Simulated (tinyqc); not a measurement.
Grain growth, pinning, strength and diffusional creep of a polycrystal or thin film: one step, computed by the program tinyqc.

One mean grain size d describes the structure.

Problem. Grain size after the anneal. dd/dt = 2 M gamma (1/d - 1/d_lim) integrates to 2 M gamma t = d_lim (d0 - d) + d_lim^2 ln[(d_lim - d0)/(d_lim - d)]; without pinning d^2 = d0^2 + 4 M gamma t.

Inputs (values chosen for the exercise, modelled on copper): boundary energy gamma = 0.59 J/m^2; anneal temperature T = 620 K; anneal time t = 71 s; initial grain size d0 = 100 nm.

mobility M = 1.408402e-15 m^4/(J s)

limit d_lim = 18989.90 nm

Give: size without pinning; grain size d.

Solution.

size without pinning = 495.98 nm

grain size d = 491.70 nm

Pinning holds d to 99 % of the free value.
